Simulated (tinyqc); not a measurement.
What moves the results: thin-film optics by transfer matrices. A value that a table varies takes the place of the one given here.

Indices N = n + i k. Snell: N0 sin(theta) = N_j sin(theta_j), with Im(N_j cos theta_j) >= 0. Admittance y_j = N_j cos theta_j for s and N_j/cos theta_j for p. Phase delta_j = 2 pi N_j cos theta_j d_j/lambda. Layer matrix [[cos delta, -i sin delta/y], [-i y sin delta, cos delta]], multiplied from the top down to M. (B, C) = M (1, y_sub); r = (y0 B - C)/(y0 B + C), R = |r|^2, T = 4 Re y0 Re y_sub/|y0 B + C|^2, absorbed in the films 1 - R - T.

Ellipsometry: rho = tan(Psi) exp(i Delta) = -conj(r_p/r_s) with the r of the admittance formula, Delta in 0 to 360 degrees, so that a bare dielectric at small angles gives Delta = 180.

Parameters, chosen for this exercise (indices near those of resist, SiO2 on Si; shifted at random, so the results belong to these values and not to a real crystal): lam = 633 nm (vacuum wavelength); n0 = 1 (ambient index); n = (1.611, 1.454, 3.91) (n of resist, SiO2, substrate); k = (0, 0, 0.021) (k in the same order); d = (833, 106) nm (thicknesses, top first); theta = 30 degrees (angle of incidence); pol = p (polarisation).

## Swing curve: thickness of the top film

The first entry of d takes the values listed.

Stack:

| d_1 (nm) | R | T | absorbed |
|---|---|---|---|
| 833.0 | 0.0955 | 0.9045 | 0.0000 |
| 867.4 | 0.1773 | 0.8227 | 0.0000 |
| 901.9 | 0.3120 | 0.6880 | 0.0000 |
| 936.3 | 0.3674 | 0.6326 | 0.0000 |
| 970.8 | 0.3199 | 0.6801 | 0.0000 |
| 1005.2 | 0.1890 | 0.8110 | 0.0000 |
| 1039.7 | 0.0955 | 0.9045 | 0.0000 |
| 1074.1 | 0.1774 | 0.8226 | 0.0000 |
| 1108.6 | 0.3121 | 0.6879 | 0.0000 |
| 1143.0 | 0.3674 | 0.6326 | 0.0000 |
| 1177.4 | 0.3201 | 0.6799 | 0.0000 |
| 1211.9 | 0.1889 | 0.8111 | 0.0000 |
| 1246.3 | 0.0955 | 0.9045 | 0.0000 |

R swings between 0.0955 and 0.3674 on these points. The period is lambda/(2 Re(N_1 cos theta_1)) = 206.7 nm, six rows. The film does not absorb, so the swing repeats exactly. The swing ratio (max - min)/mean is 1.17.

## Angle of incidence

Both polarisations.

Stack:

| theta (degrees) | R_s | R_p | Psi | Delta |
|---|---|---|---|---|
| 0 | 0.2764 | 0.2764 | 45.00 | 180.00 |
| 15 | 0.2140 | 0.2014 | 44.13 | 182.67 |
| 30 | 0.0812 | 0.0955 | 47.32 | 179.37 |
| 45 | 0.4072 | 0.2084 | 35.58 | 156.67 |
| 55 | 0.6192 | 0.1912 | 29.06 | 169.36 |
| 60 | 0.6695 | 0.1421 | 24.74 | 187.57 |
| 65 | 0.6958 | 0.1032 | 21.06 | 219.93 |
| 70 | 0.7093 | 0.1173 | 22.13 | 262.91 |
| 75 | 0.7243 | 0.2093 | 28.26 | 297.67 |
| 80 | 0.7622 | 0.3793 | 35.20 | 321.88 |
| 85 | 0.8500 | 0.6310 | 40.75 | 341.55 |

R_s and R_p agree at normal incidence (0.2764). R_p is lowest at 30 degrees of those listed (0.0955), where R_s = 0.0812: both are low, so this is an interference minimum, not a Brewster effect. R_s does not rise steadily, because the phase thickness of the films changes with the angle. R_p exceeds R_s at 30 degrees, where Psi is above 45.

## Sensitivity of the reflectance

R for both polarisations. Each row changes one parameter from the base and keeps the others.

Results:

| case | R_s | R_p | T_s |
|---|---|---|---|
| base | 0.0812 | 0.0955 | 0.9188 |
| d = (838, 106) nm | 0.0834 | 0.0965 | 0.9166 |
| n = (1.643, 1.454, 3.91) | 0.1304 | 0.1219 | 0.8696 |
| k = (0, 0, 0.033) | 0.0812 | 0.0955 | 0.9188 |
| lam = 638 nm | 0.0924 | 0.1017 | 0.9076 |
| theta = 35 degrees | 0.1270 | 0.1214 | 0.8730 |

The largest shifts from the base row, up to three for each result and ties (the steps differ in size, so this ranks the rows, not the parameters). R_s: n +0.0492, theta +0.0458, lam +0.0112; unchanged at the printed digits by k. R_p: n +0.0264, theta +0.0259, lam +0.0062; unchanged at the printed digits by k. T_s: n -0.0492, theta -0.0458, lam -0.0112; unchanged at the printed digits by k.

tinyqc: `OMP_NUM_THREADS=1 python tinyqc.py 1651342 1651343 out.jsonl`; about 0.01 s, one thread, shared Intel(R) Xeon(R) Processor @ 2.30GHz.
